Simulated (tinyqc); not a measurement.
G0W0 on RHF in the sto-3g basis, for BeH2, spin multiplicity 1, step by step. One step of it, computed by the program tinyqc.

Task: Iteration 7 (converged): orbitals. Diagonalise F' = X^T F X, C = X C', fill 3 alpha and 3 beta electrons from the bottom; D = 2 C_occ C_occ^T. Each column has its largest component positive (the first on a tie).

converged F (hartree):
```
            1Be 1s     1Be 2s   1Be 2px    1Be 2py    1Be 2pz      2H 1s      3H 1s
1Be 1s   -4.533404  -1.290365  0.000000   0.000000   0.002540  -0.195054  -0.195054
1Be 2s   -1.290365  -0.587450  0.000000   0.000000  -0.017225  -0.323510  -0.323510
1Be 2px   0.000000   0.000000  0.213516   0.000000   0.000000   0.000000   0.000000
1Be 2py   0.000000   0.000000  0.000000  -0.127079   0.000000  -0.293192   0.293192
1Be 2pz   0.002540  -0.017225  0.000000   0.000000   0.210987  -0.025121  -0.025121
2H 1s    -0.195054  -0.323510  0.000000  -0.293192  -0.025121  -0.219053  -0.010904
3H 1s    -0.195054  -0.323510  0.000000   0.293192  -0.025121  -0.010904  -0.219053
```

X:
```
            1Be 1s     1Be 2s   1Be 2px    1Be 2py    1Be 2pz      2H 1s      3H 1s
1Be 1s    1.028504  -0.149797  0.000000   0.000000  -0.001894   0.020886   0.020886
1Be 2s   -0.149797   1.148611  0.000000   0.000000   0.016278  -0.216021  -0.216021
1Be 2px   0.000000   0.000000  1.000000   0.000000   0.000000   0.000000   0.000000
1Be 2py   0.000000   0.000000  0.000000   1.203469   0.000000  -0.296574   0.296574
1Be 2pz  -0.001894   0.016278  0.000000   0.000000   1.002172  -0.028949  -0.028949
2H 1s     0.020886  -0.216021  0.000000  -0.296574  -0.028949   1.161884  -0.049448
3H 1s     0.020886  -0.216021  0.000000   0.296574  -0.028949  -0.049448   1.161884
```

Give: F' = X^T F X; orbital energies; coefficients C; D after iteration 7.

Result:

F' = X^T F X (hartree):
```
        1       2      3       4       5       6       7
1  -4.424  -0.700  0.000   0.000   0.001   0.002   0.002
2  -0.700  -0.159  0.000   0.000   0.007  -0.267  -0.267
3   0.000   0.000  0.214   0.000   0.000   0.000   0.000
4   0.000   0.000  0.000   0.198   0.000  -0.359   0.359
5   0.001   0.007  0.000   0.000   0.214  -0.031  -0.031
6   0.002  -0.267  0.000  -0.359  -0.031   0.035  -0.059
7   0.002  -0.267  0.000   0.359  -0.031  -0.059   0.035
```

orbital energies (hartree): MO1 -4.537, MO2 -0.410, MO3 -0.364, MO4 0.206, MO5 0.214, MO6 0.348, MO7 0.656

coefficients C:
```
            MO1     MO2     MO3     MO4    MO5     MO6     MO7
1Be 1s    0.992  -0.211   0.000   0.067  0.000  -0.220   0.000
1Be 2s    0.031   0.617   0.000  -0.277  0.000   0.989   0.000
1Be 2px   0.000   0.000   0.000   0.000  1.000   0.000   0.000
1Be 2py   0.000   0.000   0.495   0.000  0.000   0.000   1.174
1Be 2pz   0.000   0.025   0.000   0.956  0.000   0.302   0.000
2H 1s    -0.004   0.392   0.437   0.143  0.000  -0.702  -0.794
3H 1s    -0.004   0.392  -0.437   0.143  0.000  -0.702   0.794
```

D after iteration 7:
```
         1Be 1s  1Be 2s  1Be 2px  1Be 2py  1Be 2pz   2H 1s   3H 1s
1Be 1s    2.057  -0.199    0.000    0.000   -0.011  -0.173  -0.173
1Be 2s   -0.199   0.762    0.000    0.000    0.030   0.483   0.483
1Be 2px   0.000   0.000    0.000    0.000    0.000   0.000   0.000
1Be 2py   0.000   0.000    0.000    0.490    0.000   0.433  -0.433
1Be 2pz  -0.011   0.030    0.000    0.000    0.001   0.019   0.019
2H 1s    -0.173   0.483    0.000    0.433    0.019   0.690  -0.075
3H 1s    -0.173   0.483    0.000   -0.433    0.019  -0.075   0.690
```
